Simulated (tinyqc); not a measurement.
Inside a calculation. Method: extended Hueckel theory, for H6-. The parameters take no account of the charge, which enters only through the electron count, and nothing here shows that the anion is bound. One step of it, computed by the program tinyqc.

Problem. Mulliken analysis. P = C n C^T; charge = valence electrons (H 1) minus the sum of (P S)_ii on the atom; overlap population = 2 sum P_ij S_ij between two atoms.

coefficients:
```
            MO1        MO2        MO3        MO4        MO5        MO6
1H 1s  0.187040   0.367036   0.487303   0.645044  -0.695800  -0.462619
2H 1s  0.280418   0.388479   0.199319  -0.400718   0.913854   0.861908
3H 1s  0.343443   0.144663  -0.428241  -0.562726  -0.368582  -1.142936
4H 1s  0.343552  -0.143991  -0.428263   0.563790  -0.364927   1.143698
5H 1s  0.280748  -0.388227   0.199214   0.399015   0.913539  -0.864341
6H 1s  0.187454  -0.367067   0.486733  -0.644054  -0.696890   0.464692
```

occupations: 2.000000  2.000000  2.000000  1.000000  0.000000  0.000000

overlap S:
```
          1H 1s     2H 1s     3H 1s     4H 1s     5H 1s     6H 1s
1H 1s  1.000000  0.562781  0.136252  0.030417  0.004473  0.000712
2H 1s  0.562781  1.000000  0.480164  0.136252  0.023815  0.004482
3H 1s  0.136252  0.480164  1.000000  0.562781  0.136252  0.030474
4H 1s  0.030417  0.136252  0.562781  1.000000  0.480164  0.136477
5H 1s  0.004473  0.023815  0.136252  0.480164  1.000000  0.563436
6H 1s  0.000712  0.004482  0.030474  0.136477  0.563436  1.000000
```

Give: charges; Overlap populations.

Solution.

charges: 1H -0.3396, 2H -0.0081, 3H -0.1530, 4H -0.1534, 5H -0.0074, 6H -0.3384

Overlap populations:

| pair | value |
|---|---|
| 2-1 | 0.366761 |
| 3-1 | -0.148700 |
| 3-2 | 0.345520 |
| 4-1 | -0.001880 |
| 4-2 | -0.086068 |
| 4-3 | 0.274482 |
| 5-1 | 0.002430 |
| 5-2 | -0.010701 |
| 5-3 | -0.085741 |
| 5-4 | 0.344791 |
| 6-1 | -0.000200 |
| 6-2 | 0.002439 |
| 6-3 | -0.001944 |
| 6-4 | -0.148897 |
| 6-5 | 0.368720 |
